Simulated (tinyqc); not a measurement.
Ellipsoidal valleys in the axes of a wafer and a channel: one step. Tensors of the valley y.

Valleys with axes a along x, y and z, two valleys each; inverse mass tensor w = 1/mt + (1/ml - 1/mt) a a. Device axes: z = nz/|nz|, x = nx/|nx|, y = z cross x; in them a = (ax, ay, az). Confinement mass mz = 1/w_zz. In the plane w_ij is replaced by u_ij = w_ij - w_iz w_jz/w_zz (i, j = x, y); density-of-states mass md = 1/sqrt(det u); conductivity mass along x mc = 1/u_xx; ballistic transport mass mx = u_yy/det u, width mass my = 1/u_yy.

Values chosen for the exercise (out of a larger set: near those of the Delta valleys of Si; not measured data): ml = 0.934 m0 (longitudinal mass); mt = 0.191 m0 (transverse mass).

valley axes:
```
,ax,ay,az
x,0.577350,-0.707107,0.408248
y,0.577350,0.707107,0.408248
z,-0.577350,0.000000,0.816497
```

Problem. Form w and the reduced tensor u.

Give: w; u.

Solution.

w (1/m0):
```
,x,y,z
x,3.8473,-1.7003,-0.9817
y,-1.7003,3.1531,-1.2023
z,-0.9817,-1.2023,4.5414
```

u (1/m0):
```
,x,y
x,3.6351,-1.9602
y,-1.9602,2.8348
```

The axis is tilted against the normal, so w_xz or w_yz is not zero and the reduction changes the masses in the plane.

(tinyqc, `OMP_NUM_THREADS=1 python tinyqc.py 1850613 1850614 out.jsonl`, Intel(R) Xeon(R) Processor @ 2.30GHz, 1 thread, shared host, about 0.01 s.)
